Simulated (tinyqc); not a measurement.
Two coupled magnetic layers: synthetic antiferromagnet, spin flop, exchange bias and magnetoresistance: one step, computed by the program tinyqc.

Moments lie in the plane at the angles p1, p2 from the field. Energy per area: E = J1 cos(p1 - p2) + J2 cos^2(p1 - p2) - B M_s (t1 cos p1 + t2 cos p2) + K (t1 cos^2 p1 + t2 cos^2 p2).

Task: Saturation field. The parallel state is stable while the Hessian at p1 = p2 = 0 is positive: with c = J1 + 2 J2 and u = B M_s - 2K, (u t1 - c)(u t2 - c) > c^2, so B_sat M_s = c (1/t1 + 1/t2) + 2K. B_K = 2K/M_s.

Inputs (values chosen for the exercise, for a model stack):

| quantity | value | unit |
|---|---|---|
| saturation magnetisation M_s | 1430 | kA/m |
| thickness t1 | 4.3 | nm |
| thickness t2 | 4.3 | nm |
| antiferromagnetic coupling J1 | 0.73 | mJ/m^2 |
| biquadratic coupling J2 | 0 | mJ/m^2 |
| in-plane anisotropy K | 7.6 | kJ/m^3 |
| field over the saturation field | 0.25 | - |

Field direction: along the hard axis.

Give: exchange field c (1/t1 + 1/t2)/M_s; B_K; saturation field B_sat; applied field B.

Result:

exchange field c (1/t1 + 1/t2)/M_s = 237.44 mT

B_K = 10.629 mT

saturation field B_sat = 248.07 mT

applied field B = 62.017 mT
